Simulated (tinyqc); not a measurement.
Lossy on-chip transmission line with skin effect: one step of the calculation.

A uniform line in a homogeneous dielectric: c = sqrt(er)/(c0 Z0), l = Z0 sqrt(er)/c0 (c0 = 299792458 m/s), g = w c td, w = 2 pi f. The resistance joins its limits as r = sqrt(r_dc^2 + r_hf^2), with r_dc = rho/(wd th), r_hf = kr rho/(2 delta (wd + th)), delta = sqrt(rho/(pi f mu0)), mu0 = 4 pi 1e-7 H/m; this is an interpolation, and internal inductance, up to 0.05 nH/mm at low frequency, is neglected.

Question. Propagation constant and impedance. gamma = sqrt((r + i w l)(g + i w c)) = alpha + i beta, Zc = sqrt((r + i w l)/(g + i w c)), roots with positive real part; loss 8.685889638 alpha in dB; phase velocity w/beta.

Inputs (values chosen for the exercise):
- len = 0.47 mm (length)
- f = 13 GHz (frequency)

r = 6.5814825 ohm/mm
l = 0.34180149 nH/mm
c = 136.72059 pF/m
g = 0 S/m

Wanted: gamma len; Zc; loss; phase velocity over c0; r/(w l).

Answer.

gamma len = 0.0307+0.2642i
Zc = 50.34-5.85i ohm
loss = 0.5678 dB/mm
phase velocity over c0 = 0.4846
r/(w l) = 0.2357

Program tinyqc, `OMP_NUM_THREADS=1 python tinyqc.py 2810170 2810171 out.jsonl`; Intel Xeon 2.30GHz, shared host, one thread, about 0.01 s.
